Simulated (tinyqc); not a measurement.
## Film and buried-oxide thickness from two coupling ratios

Question. In a depleted film -dVT/dVb is k1 = Cs Cbox/(Cox (Cs + Cbox)) for a front channel and k2 = Cbox (Cox + Cs)/(Cox Cs) for a back channel, with Cox = eps0 eox/tox, Cs = eps0 eps_r/ts, Cbox = 3.9 eps0/tb. Find ts and tb.

Values chosen for this exercise; band and dielectric values close to those of silicon: relative permittivity eps_r = 11.6; relative permittivity of the gate insulator (close to silicon nitride) eox = 7.72; insulator thickness tox = 2.4 nm.

coupling ratios for a front and a back channel: 0.021637306  0.10090227

Answer. With y = Cox/Cs and z = Cox/Cbox, 1/k1 = y + z and k2 = (1 + y)/z, so y = (k2/k1 - 1)/(1 + k2); the thicknesses follow from y and z.

ts = 12.0 nm
tb = 52.0 nm

tinyqc, about 0.3 s, one thread, Intel Xeon 2.30GHz (shared host): `OMP_NUM_THREADS=1 python tinyqc.py 2190093 2190094 out.jsonl`
